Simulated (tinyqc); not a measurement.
Interface traps by the conductance method, a continuum of levels: one step of the calculation.

MOS capacitor on an n-type substrate; psi is the band bending, negative in depletion; only majority carriers are counted. The traps exchange electrons with the conduction band; their admittance lies in parallel with Cd, and that pair in series with Cox and Rs. w = 2 pi f.

Question. Extraction from the readings. Ignoring Rs: Gp/w = w Cox^2 Gm/[Gm^2 + w^2 (Cox - Cm)^2].

Cox = 1046.4040 nF/cm^2
Cm = 140.55518 nF/cm^2
Gm/w = 2.1551268 nF/cm^2

Find: extracted Gp/w.

Answer.

extracted Gp/w = 2.876 nF/cm^2

Computed by the program tinyqc: `OMP_NUM_THREADS=1 python tinyqc.py 2030141 2030142 out.jsonl`, one thread of a shared Intel Xeon 2.30GHz, about 0.02 s for the whole run.
